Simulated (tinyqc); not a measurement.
From one set of inputs to another, one input at a time: dopant redistribution at a moving silicon-oxide interface during parabolic oxidation. Computed by tinyqc, a small Python program. Command: `OMP_NUM_THREADS=1 python tinyqc.py 3015082 3015083 out.jsonl segox ladder`. One thread of a shared host (Intel(R) Xeon(R) Processor @ 2.30GHz), about 0.01 s of CPU time with the checks.

Uniformly doped silicon is oxidised with x_ox = sqrt(B t); the interface advances into the silicon by alpha x_ox, alpha = 0.44. The dopant does not move in the oxide, and at the interface C(silicon) = m C(oxide).

The inputs printed are set A. Set A is modelled on phosphorus in silicon under steam; the values taken over come from a set modelled on antimony in silicon under steam. Inputs not listed in the table keep their values of set A, so the rows need not describe a real material.

Inputs (values chosen for the exercise, modelled on phosphorus in silicon under steam):
```
quantity,value,unit
dopant prefactor D0,4.09,cm^2/s
dopant activation energy E,3.65,eV
oxidation prefactor B0,417,um^2/h
oxidation activation energy E_B,0.772,eV
segregation coefficient m = C(silicon)/C(oxide),12,-
bulk doping C_B,4e+15,1/cm^3
temperature T,1125,C
time t,4.8,h
```

Constants: k_B = 8.617333262e-05 eV/K.

Method:
- D = D0 exp(-E/(k_B T)), converted with 1 cm^2/s = 3.6e11 um^2/h; B = B0 exp(-E_B/(k_B T)); s = alpha sqrt(B/(4 D)), the interface advance over 2 sqrt(D t).
- Temperatures in kelvin are T(C) + 273.15.
- With the dopant diffusivity D and s = alpha x_ox/(2 sqrt(D t)), in the silicon C = C_B + (C_s - C_B) erfc(y/(2 sqrt(D t)))/erfc(s), y from the original surface. Dopant balance at the interface gives C_s/C_B = 1/[1 + (1/(m alpha) - 1) g], g = sqrt(pi) s exp(s^2) erfc(s).
- Consumed silicon held alpha x_ox C_B; the oxide holds x_ox times the dopant concentration in the oxide; the difference is the excess in the silicon; 1 um = 1e-4 cm.

Each row keeps all changes above it:
```
input moved,from,to,ratio C_s/C_B,excess in the silicon (1/cm^2),concentration in the oxide (1/cm^3)
set A,-,-,1.908,2.042e+11,6.361e+14
temperature T (C),1125,975,4.051,5.065e+10,1.350e+15
time t (h),4.8,0.78,4.051,2.042e+10,1.350e+15
bulk doping C_B (1/cm^3),4e+15,2.2e+17,4.051,1.123e+12,7.427e+16
oxidation prefactor B0 (um^2/h) and oxidation activation energy E_B (eV),"417, 0.772","352, 0.781",3.846,1.154e+12,7.052e+16
dopant prefactor D0 (cm^2/s) and dopant activation energy E (eV),"4.09, 3.65","4.26, 3.86",4.944,2.702e+11,9.065e+16
```

Where does the difference come from?

Ratio C_s/C_B goes from 1.91 to 4.94, a factor 2.59 in all. The largest single move comes from temperature T (a factor 2.12). Excess in the silicon goes from 2.04e11 to 2.70e11, a factor 1.32 in all. The largest single move comes from bulk doping C_B (a factor 55.0), and dopant prefactor D0 with dopant activation energy E works against it (a factor 0.234). Concentration in the oxide goes from 6.36e14 to 9.06e16, a factor 142 in all. The largest single move comes from bulk doping C_B (a factor 55.0). The single moves hold for this order of the switches; the total does not depend on the order.

Caution (all rows): parabolic growth needs an oxide much thicker than the Deal-Grove length A, which fails for thin films and low temperatures; oxidation-enhanced or retarded diffusion is ignored. Caution (rows time t, bulk doping C_B, oxidation prefactor B0, dopant prefactor D0): in this case the oxide is not much thicker than a typical Deal-Grove length A, so real growth is slower than parabolic.

Extremes, crossings and ranges named in words are read from the listed rows.
